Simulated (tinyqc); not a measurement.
From results back to parameters: band offset of a heterojunction with an interface dipole (two-band chains, self-consistent charge). Four cases, with inputs chosen for the exercise.

Problem. D0 is the offset of the mid-gaps without dipole, chi the charge moved per eV of offset and u the potential step per electron moved. In linear response the valence offset is S D0 - (G2 - G1)/2 with S = 1/(1 + u chi/2). Two interfaces between the same crystals differ in D0 by a known amount, as from a layer of fixed dipoles; their offsets come from hidden S and D0.

Case 1.

Values chosen (out of a larger set: gaps near those of SiC and SiO2; the chains and D0 are free models, so the offsets are not those of the real pair; not measured data): G1 = 3.11 eV (gap on the left); G2 = 8.84 eV (gap on the right).

chi = 0.05775 1/eV

valence offsets (eV): first -3.38184, second -2.20800

D0(second) - D0(first) = 1.34 eV

Case 2.

Values chosen (out of a larger set: gaps near those of InGaAs and InP; the chains and D0 are free models, so the offsets are not those of the real pair; not measured data): G1 = 0.78 eV (gap on the left); G2 = 1.39 eV (gap on the right).

chi = 0.49572 1/eV

valence offsets (eV): first -0.39562, second -0.19074

D0(second) - D0(first) = 0.52 eV

Case 3.

Values chosen (out of a larger set: gaps near those of GaAs and AlAs; the chains and D0 are free models, so the offsets are not those of the real pair; not measured data): G1 = 1.36 eV (gap on the left); G2 = 2.2 eV (gap on the right).

chi = 0.30098 1/eV

valence offsets (eV): first -0.87678, second -0.14196

D0(second) - D0(first) = 1.11 eV

Case 4.

Values chosen (out of a larger set: gaps near those of InGaAs and InP; the chains and D0 are free models, so the offsets are not those of the real pair; not measured data): G1 = 0.73 eV (gap on the left); G2 = 1.37 eV (gap on the right).

chi = 0.51110 1/eV

valence offsets (eV): first -0.44245, second -0.16990

D0(second) - D0(first) = 0.69 eV

Find: S; D0 of the first; u.

Solution. S is the change of the offset over the change of D0; then D0 = (offset + (G2 - G1)/2)/S and u = 2 (1/S - 1)/chi.

Case 1.

S = 0.876
D0 of the first = -0.59 eV
u = 4.9 eV

Case 2.

S = 0.394
D0 of the first = -0.23 eV
u = 6.2 eV

Case 3.

S = 0.662
D0 of the first = -0.69 eV
u = 3.4 eV

Case 4.

S = 0.395
D0 of the first = -0.31 eV
u = 6.0 eV

Computed by tinyqc, one run a case: `OMP_NUM_THREADS=1 python tinyqc.py N N+1 out.jsonl` with N = 1481526, 1481528, 1481542, 1481553; one thread of a shared Intel(R) Xeon(R) Processor @ 2.30GHz, about 0.5 s a run at most.
